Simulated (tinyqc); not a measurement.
## Fermi-level pinning from two metals

Problem. Cowley-Sze model with the space charge neglected: phiB = S (phiM - chi) + (1 - S)(Eg - phi0), S = 1/(1 + q Dit dl/(eps0 ei)), dl in cm. Find S, phi0 and Dit.

Inputs (values chosen for the exercise); band and dielectric values those of a made-up semiconductor: band gap Eg = 1.16 eV; electron affinity chi = 5.2 eV; thickness of the interfacial layer dl = 0.3 nm; relative permittivity of the interfacial layer ei = 3.9.

Constants: q = 1.602176634e-19 C, eps0 = 8.8541878128e-14 F/cm where lengths are in cm. Results are converted to the units shown.

barriers for metals with phiM = 5.5 and 6.42 eV (eV): 0.69199220  0.91846754

Answer. S is the slope of phiB against phiM; either barrier then gives phi0, and S gives Dit.

S = 0.2462
phi0 = 0.3400 eV
Dit = 2.200e14 cm^-2 eV^-1

Numbers from tinyqc (`OMP_NUM_THREADS=1 python tinyqc.py 2020003 2020004 out.jsonl`; about 0.04 s on one thread of a shared Intel Xeon 2.30GHz).
